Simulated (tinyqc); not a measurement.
# Worked calculation: CMOS inverter, nodal equation and switching

tinyqc, about 0.04 s, one thread, Intel Xeon 2.30GHz (shared host): `OMP_NUM_THREADS=1 python tinyqc.py 2340099 2340100 out.jsonl` Printed values are rounded.

An n-channel pull-down (bn, VTn) and a p-channel pull-up (bp, VTp) share the input Vin and the output node Vout, which carries the load C. Transistor (EKV form, voltages against the body): I = 2 n b Vt^2 [F(vp - Vs) - F(vp - Vd)] from drain to source, F(v) = ln^2(1 + exp(v/(2 Vt))), vp = (Vg - VT + sg |Vd - Vs|)/n. n-channel bodies are at 0; for the p-channel device all voltages are counted down from Vdd. b in uA/V^2 gives I in uA. Static: In = Ip. Transient: C dVout/dt = Ip - In. No velocity saturation, no gate capacitance beyond C.

Values chosen for this exercise:
- T = 273 K (temperature)
- Vdd = 0.75 V (supply voltage)
- n = 1.29 (slope factor)
- sg = 0.036 (drain-induced barrier lowering)
- VTn = 0.25 V (n-channel threshold)
- VTp = 0.31 V (p-channel threshold (magnitude))
- bn = 470 uA/V^2 (gain factor of the pull-down transistor)
- bp = 140 uA/V^2 (gain factor of the pull-up transistor)
- C = 0.47 fF (load capacitance)
- Vin = 0.44 V (input voltage)
- dt = 0.9 ps (time step)

Constants: q = 1.602176634e-19 C, kB = 1.380649e-23 J/K, Vt = kB T/q. Results are converted to the units shown.

## Iteration 1: output voltage by Newton steps

Vout at the start = 0.38 V

f = In - Ip at (Vin, Vout); G = df/dVout by a central difference with +/- 1e-6 V; Vout(new) = Vout - f/G.

In = 7.712616 uA
Ip = 0.1307949 uA
G = 2.71642 uS
Vout after iteration 1 = -2.411113 V

This step lands outside the rails.

## Iteration 2: output voltage by Newton steps

As before.

In = -2075.964 uA
Ip = 0.8137643 uA
G = 1633.19 uS
Vout after iteration 2 = -1.139507 V

The value that enters this step is an overshoot, farther from the solution than the start was, so its intermediate quantities are not physical.

## Course of the iteration: output voltage by Newton steps

Stop when Vout changes by less than 1e-9 V, or after 30 iterations.

Course of the iteration:
```
iteration      Vout (V)  |change| (V)
1             -2.411113          2.79
2             -1.139507          1.27
3            -0.5074993         0.632
4            -0.1989543         0.309
5           -0.05834616         0.141
6          -0.007573754        0.0508
7           0.001713054       9.29e-3
8           0.002047924       3.35e-4
9           0.002048316       3.92e-7
10          0.002048316      5.37e-13
```

Converged in 10 iterations. At the end the number of correct digits about doubles with each step. On the way 6 iterate(s) lie more than 5 mV outside the rails, the first at -2.41 V, before the steps return.

## Transfer curve

Vin, point 0 to 10 (V): 0  0.075  0.15  0.225  0.3  0.375  0.45  0.525  0.6  0.675  0.75

For each Vin solve In = Ip; gain = dVout/dVin.

```
point   Vout (V)  supply current (uA)     gain
0      0.7499932            4.2132e-4    0.000
1      0.7499078            0.0047007   -0.003
2      0.7488506             0.046241   -0.037
3      0.7382321              0.33471   -0.348
4      0.4758512               1.3001  -27.584
5      0.0112402              0.58376   -0.295
6      0.0015560              0.14187   -0.043
7      0.0001652             0.021163   -0.005
8      0.0000137            0.0022443    0.000
9      0.0000010            2.0431e-4    0.000
10     0.0000001            1.7653e-5    0.000
```

The switching point Vin = Vout lies at 0.3061 V, with a gain of -27.8. The current peaks at 1.30 uA among the points, against 4.2e-4 and 1.8e-5 uA of leakage at the ends.

## Switching point and noise margins

VM solves In = Ip with Vin = Vout. VIL and VIH are the inputs at which the gain is -1; NML = VIL - Vout(VIH), NMH = Vout(VIL) - VIH.

VM = 0.30612 V
gain at VM = -27.766
VIL = 0.25927 V
VIH = 0.33974 V
NML = 0.22869 V
NMH = 0.37769 V

VM lies 69 mV below Vdd/2, and the high margin is the larger one. With both transistors saturated the size of the gain tends to 1/sg = 27.8; here it is 0.042 % below that.

## Step 1: one time step of the falling output

Vout at t = 0 = 0.75 V

The input steps to Vdd at t = 0; I = In - Ip. Implicit Euler: V(new) = V - (dt/C) I(V(new)), solved for V(new); 1 ps uA/fF = 1 mV.

I(V) = 50.59602 uA
I(V(new)) = 49.93727 uA
Vout after step 1 = 0.6543754 V

## Step 2: one time step of the falling output

As before.

I(V) = 49.93727 uA
I(V(new)) = 49.29051 uA
Vout after step 2 = 0.5599894 V

## Delays and energy

For a step input the delay to Vdd/2 is tHL = C times the integral of dV/(In - Ip) from Vdd/2 to Vdd at Vin = Vdd, and tLH likewise with Ip - In from 0 to Vdd/2 at Vin = 0. Energy drawn for one full cycle of the output: C Vdd^2. Leakage power: Vdd times the mean of the supply currents at Vin = 0 and Vdd.

tHL = 3.579252 ps
tLH = 15.33950 ps
energy = 0.2643750 fJ
leakage power = 0.1646135 nW

Time steps as above cross Vdd/2 at 3.61 ps by linear interpolation, 0.89 % above tHL. tLH/tHL = 4.29, with bn/bp = 3.36.
